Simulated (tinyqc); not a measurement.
Deep trap from a strong local potential in a two-band host (Koster-Slater model with semi-elliptic bands): one step, computed by the program tinyqc. Command: `OMP_NUM_THREADS=1 python tinyqc.py 3020365 3020366 out.jsonl deeptrap walk`. One thread of a shared host (Intel(R) Xeon(R) Processor @ 2.30GHz), about 0.03 s of CPU time with the checks.

The valence band spans -2 W_v to 0 and the conduction band E_g to E_g + 2 W_c. The orbital at the impurity site has weight f_v in the valence band and 1 - f_v in the conduction band, each spread as a semi-ellipse (2/(pi W^2)) sqrt(W^2 - x^2) about the band centre. The impurity adds U to this orbital. Spin is left out.

Task: Green function at the trial energy. In the gap G(E) = f_v (2/W_v^2)[x - sqrt(x^2 - W_v^2)] - (1 - f_v)(2/W_c^2)[y - sqrt(y^2 - W_c^2)], x = E + W_v, y = E_g + W_c - E. The potential that would put a level at E is U = 1/G(E).

Inputs (values chosen for the exercise, for a model semiconductor):
```
quantity,value,unit
gap E_g,6.43,eV
half-width of the valence band W_v,2.5,eV
half-width of the conduction band W_c,4.1,eV
valence weight f_v of the site orbital,0.53,-
trial energy E,4.31,eV
```

Give: valence part; conduction part; G(E); potential needed.

Result:

valence part = 0.08064 1/eV

conduction part = -0.08626 1/eV

G(E) = -0.005617 1/eV

potential needed = -178.0 eV
